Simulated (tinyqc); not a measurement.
Worked calculation: coherent transport through a tight-binding region between two chains. Computed by tinyqc, a small Python program that keeps every step. Settings: temperature = 77, mu = 0.3. Command: `OMP_NUM_THREADS=1 python tinyqc.py 24842 24843 out.jsonl` (the two numbers bound the seeds that draw the settings). One thread of a shared host (Intel(R) Xeon(R) Processor @ 2.60GHz), about 0.1 s of CPU time with the checks.

## Transmission at E = -0.31 eV

H of the central region (eV):
$$\begin{pmatrix}
0.00000 & -1.04000 \\
-1.04000 & 0.00000
\end{pmatrix}$$

Leads: semi-infinite chains with site energy 0:
```
parameter                           value
lead hopping t (eV)              1.950000
coupling to the left lead (eV)   0.440000
coupling to the right lead (eV)  1.490000
left contact site                       1
right contact site                      2
```

E = -0.31000 eV

Surface Green function g = (E - i sqrt(4 t^2 - E^2)) / (2 t^2); self-energy tc^2 g on each contact site; G = (E - H - Sigma)^(-1); Gamma = -2 Im Sigma; T = Gamma_L Gamma_R |G_LR|^2; local density of states -Im G_ii / pi.

g = -0.04076-0.51120i 1/eV

G (1/eV):
$$\begin{pmatrix}
-0.11839-0.96820i & 0.83501-0.26999i \\
0.83501-0.26999i & 0.21687-0.15789i
\end{pmatrix}$$

local density of states (1/eV): [0.30819, 0.05026]

transmission = 0.34601

## Transmission across the band

The same steps on a grid of energies.

T(E):
```
E (eV)            T
-3.7050000  0.00066
-3.3345000  0.00279
-2.9640000  0.00700
-2.5935000  0.01563
-2.2230000  0.03398
-1.8525000  0.07372
-1.4820000  0.15329
-1.1115000  0.26572
-0.7410000  0.33778
-0.3705000  0.34692
0           0.34266
0.3705000   0.34692
0.7410000   0.33778
1.1115000   0.26572
1.4820000   0.15329
1.8525000   0.07372
2.2230000   0.03398
2.5935000   0.01563
2.9640000   0.00700
3.3345000   0.00279
3.7050000   0.00066
```

levels of the isolated region (eV): [-1.04000, 1.04000]

## Current

I = (2e/h) int T(E) [f(E - mu - V/2) - f(E - mu + V/2)] dE at 77 K with mu = 0.3 eV, the bias not changing H; 2e^2/h = 77.48092 microsiemens; the integral runs over the band on 4001 points.

Current:
```
V (volt)  I (microampere)
0.01000           0.26796
0.05000           1.33981
0.10000           2.67959
0.20000           5.35889
0.40000          10.71473
0.80000          21.38116
```
